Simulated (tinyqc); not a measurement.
All approximations against the coupling: Froehlich polaron in a polar crystal. Computed by tinyqc, a small Python program. Command: `OMP_NUM_THREADS=1 python tinyqc.py 3009615 3009616 out.jsonl frohlich walk`. One thread of a shared host (Intel(R) Xeon(R) Processor @ 2.30GHz), about 0.05 s of CPU time with the checks.

One electron in a parabolic band of mass m*, coupled to dispersionless LO phonons in the continuum model. Energies are in units of hbar omega unless marked, wave numbers in k_0 = sqrt(2 m* omega/hbar).

Inputs (values chosen for the exercise, for a model crystal):

| quantity | value | unit |
|---|---|---|
| band mass m* | 0.361 | m_0 |
| LO phonon energy hbar omega | 32.6 | meV |
| eps_inf | 8.9 | - |
| static dielectric constant eps_s | 23.7 | - |
| electron wave number k/k_0 | 0.14 | - |

Constants: hbar^2/(2 m_0) = 3.80998212 eV angstrom^2; e^2/(4 pi eps_0) = 14.39964548 eV angstrom.

Method:
- 1/eps* = 1/eps_inf - 1/eps_s; k_0 = sqrt(2 m* omega/hbar) = sqrt(m* hbar omega / (hbar^2/(2 m_0))) with m* in m_0; alpha = (e^2/(4 pi eps_0)) k_0/(2 eps* hbar omega); polaron length 1/k_0.
- Feynman's bound: E(v, w) = 3 (v - w)^2/(4 v) - (alpha v/sqrt(pi)) int_0^infinity e^-u D(u)^(-1/2) du, D = w^2 u + ((v^2 - w^2)/v)(1 - e^(-v u)); integrals by 80 Gauss-Legendre points in s from 0 to 1 with u = 40 s^2.
- Minimise over v > w > 0 (simplex search); mass m_p/m* = 1 + (alpha v^3/(3 sqrt(pi))) int u^2 e^-u D^(-3/2) du.
- Other columns: second order -alpha; Landau-Pekar Gaussian -alpha^2/(3 pi); Lee-Low-Pines mass 1 + alpha/6. The polaron energy in meV uses the given hbar omega.

coupling constant alpha = 0.861249

Energies (hbar omega) and masses (m*):

| alpha | second order | Gaussian | Feynman | Feynman (meV) | mass, LLP | mass, Feynman | v | w |
|---|---|---|---|---|---|---|---|---|
| 0.22 | -0.22 | -0.0051354 | -0.22060 | -7.1917 | 1.0367 | 1.038 | 3.02 | 2.97 |
| 0.43 | -0.43 | -0.019618 | -0.43233 | -14.094 | 1.0717 | 1.077 | 3.04 | 2.95 |
| 0.86 | -0.86 | -0.078474 | -0.86956 | -28.348 | 1.1433 | 1.164 | 3.09 | 2.89 |
| 1.4 | -1.4 | -0.20796 | -1.4261 | -46.492 | 1.2333 | 1.294 | 3.16 | 2.81 |
| 3.1 | -3.1 | -1.0197 | -3.2434 | -105.74 | 1.5167 | 1.942 | 3.44 | 2.54 |
| 6.1 | -6.1 | -3.9481 | -6.8443 | -223.12 | 2.0167 | 7.313 | 4.75 | 1.85 |
| 9.1 | -9.1 | -8.7864 | -11.677 | -380.66 | 2.5167 | 66.79 | 10.1 | 1.27 |
| 12 | -12 | -15.279 | -18.143 | -591.47 | 3 | 281.6 | 18.6 | 1.13 |

What does the comparison show, and why?

All three energies are upper bounds (-alpha through the Lee-Low-Pines state), and the Feynman value is the lowest in every row. It lies within 5 % of -alpha up to alpha = 3.1; at alpha = 12 it is 1.19 times the Gaussian value, whose alpha^2 law it approaches with a constant shift of about -3 ln 2 - 3/4 = -2.83 (here -2.86). The mass stays within 10 % of 1 + alpha/6 up to alpha = 1.4 and reaches 282 m* in the last row; w falls from 2.97 towards 1 while v grows to 18.6.

Extremes, crossings and ranges named in words are read from the listed rows.
